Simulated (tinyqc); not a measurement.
Keating valence-force model of a tetrahedral crystal: one step, computed by the program tinyqc.

Atom A sits at 0 and atom B at a/4 (1,1,1) of an fcc lattice; the four bonds from A are t = a/4 (1,1,1), a/4 (1,-1,-1), a/4 (-1,1,-1), a/4 (-1,-1,1), of length d = sqrt(3) a/4. Energy: E = (3 alpha/(8 d^2)) sum over bonds (r.r - d^2)^2 + (3 beta/(8 d^2)) sum over pairs of bonds at one atom (r_i.r_j + d^2/3)^2; both atoms have the mass M. The cell holds two atoms, Omega = a^3/4. 1 N/m = 1 J/m^2.

Task: Elastic constants and internal strain. C11 = (alpha + 3 beta)/a, C12 = (alpha - beta)/a, C44 = 4 alpha beta/(a (alpha + beta)); with the two sublattices clamped C44(0) = (alpha + beta)/a; internal-strain parameter zeta = (alpha - beta)/(alpha + beta); B = (C11 + 2 C12)/3.

Inputs (values chosen for the exercise, for a model crystal): lattice constant a = 5.365 angstrom; bond stretching alpha = 67.2 N/m; bond bending beta = 7.38 N/m.

Structure: diamond.

Give: C11; C12; C44; clamped C44(0); internal-strain parameter zeta; bulk modulus B.

Result:

C11 = 166.5 GPa

C12 = 111.5 GPa

C44 = 49.58 GPa

clamped C44(0) = 139.0 GPa

internal-strain parameter zeta = 0.8021

bulk modulus B = 129.8 GPa

Letting the sublattices shift lowers C44 by 64 %, which is zeta^2. With zeta near 1 a shear keeps the bond lengths and bends the angles. The model fixes 2 C44 (C11 + C12)/((C11 - C12)(C11 + 3 C12)) = 1.000 whatever alpha and beta are.
